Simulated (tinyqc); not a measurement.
Composition and strain of an epitaxial Si(1-x)Ge(x) layer from Raman and X-ray peaks: one step, computed by the program tinyqc.

A (001) layer, biaxially strained in the plane. The Raman peaks follow empirical lines omega = w0 + c1 x + c3 x^3 + b eps (c3 for Si-Ge alone), with eps the in-plane strain.

Task: Raman peaks. Insert x and eps in the three lines; the strain part is b eps.

Inputs (values chosen for the exercise, modelled on silicon-germanium):
```
quantity                     value  unit
Ge fraction x                 0.65     -
Si-Si: w0                    520.9  1/cm
Si-Si: c1                    -63.8  1/cm
Si-Si: strain coefficient b   -770  1/cm
Si-Ge: w0                    400.1  1/cm
Si-Ge: c1                     23.6  1/cm
Si-Ge: c3                    -31.8  1/cm
Si-Ge: strain coefficient b   -602  1/cm
Ge-Ge: w0                    280.6  1/cm
Ge-Ge: c1                     18.7  1/cm
Ge-Ge: strain coefficient b   -467  1/cm
```

Substrate: relaxed alloy buffer.

in-plane strain eps = 9.434328 per mille

Give: Si-Si peak; Si-Ge peak; Ge-Ge peak; strain parts.

Result:

Si-Si peak = 472.2 1/cm

Si-Ge peak = 401.0 1/cm

Ge-Ge peak = 288.3 1/cm

strain parts (1/cm): Si-Si -7.264, Si-Ge -5.679, Ge-Ge -4.406

Read as unstrained, the Si-Si peak would give x = 0.764 in place of 0.65.
